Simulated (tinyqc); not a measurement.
Against voltage: leakage through a gate insulator: direct, Fowler-Nordheim, trap-assisted and Poole-Frenkel currents. Computed by tinyqc, a small Python program. Command: `OMP_NUM_THREADS=1 python tinyqc.py 3009088 3009089 out.jsonl oxideleak walk`. One thread of a shared host (Intel(R) Xeon(R) Processor @ 2.30GHz), about 0.01 s of CPU time with the checks.

Electrons enter from the cathode Fermi level at x = 0; the conduction band of the insulator lies phi_b - e F x above it, F = V/t. WKB exponents use a parabolic band with mass m.

Inputs (values chosen for the exercise, with an insulator like Si3N4):
```
quantity                     value   unit
thickness t                    2.2     nm
barrier phi_b                 2.04     eV
tunnelling mass m             0.41    m_0
static constant eps_ox        7.35      -
trap depth phi_t               1.2     eV
trap density N_t           2.2e+17  cm^-3
attempt rate nu_0            1e+13    1/s
activation of capture E_a    0.062     eV
temperature T                  300      K
```

Constants: e = 1.602176634e-19 C; hbar = 1.054571817e-34 J s; hbar^2/(2 m_0) = 3.80998212 eV angstrom^2; k_B = 8.617333262e-05 eV/K.

Method:
- For a level a distance phi(x) below the band, the WKB exponent is 2 int kappa dx with kappa = sqrt(m phi/(hbar^2/2m_0)); for a linear barrier from phi_1 down to phi_2 = max(phi_1 - e F d, 0) it is G = (4/3) sqrt(m/(hbar^2/2m_0)) (phi_1^(3/2) - phi_2^(3/2))/(e F).
- J_tun = e^3 F^2/(16 pi^2 hbar m phi_b) x exp(-G) / [1 - sqrt(phi_2/phi_b)]^2 with the free-electron mass in the cathode (m in m_0), phi_2 = max(phi_b - e V, 0): direct tunnelling for e V < phi_b, Fowler-Nordheim above. Image forces, back-flow and the limit on supply are left out, so J_tun is overstated below about 0.5 V.
- A trap at depth x lies phi_t below the band. Capture: tunnel at the cathode Fermi level from 0 to x (G_in from phi_1 = phi_b), rate nu_0 exp(-G_in - E_c/k_B T) with E_c = E_a + max(phi_b - phi_t - e F x, 0), the last term being the height of the trap above the cathode Fermi level. Emission: tunnel from the trap level to the anode (G_out from phi_1 = phi_t over t - x), rate nu_0 exp(-G_out - E_a/k_B T). Re-emission to the cathode follows from detailed balance, rate_back = rate_in exp(dE/k_B T) with dE = phi_b - phi_t - e F x. Each trap passes R = rate_in rate_out/(rate_in + rate_back + rate_out) electrons per second; filling from the anode is left out.
- J_TAT = e N_t int_0^t R dx by the midpoint rule on 400 intervals; the most effective depth is the midpoint with the largest R, rounded to 0.01 nm.

Currents:
```
V (V)  F (MV/cm)  J_tun (A/cm^2)  J_TAT (A/cm^2)  best depth (nm)
0.26       1.182      1.2919e+00      7.6697e-14             1.00
0.53       2.409      2.4852e+00      6.3917e-11             2.20
0.80       3.636      4.9323e+00      1.0149e-06             2.20
1.07       4.864      1.0158e+01      4.0763e-04             1.73
1.34       6.091      2.1877e+01      6.7543e-03             1.38
1.61       7.318      4.9771e+01      4.2395e-02             1.15
1.88       8.545      1.2017e+02      1.4771e-01             0.99
2.15       9.773      3.8200e+02      3.7983e-01             0.87
2.42      11.000      2.0735e+03      8.2652e-01             0.78
```

What follows from these numbers?

Tunnelling without traps rules in every row. Over the range J_tun grows by 3.2 decades and J_TAT by 13.0. The highest rows may lie beyond breakdown. Below about 0.5 V the formula for J_tun, which has no back-flow, overstates the current.

Extremes, crossings and ranges named in words are read from the listed rows.
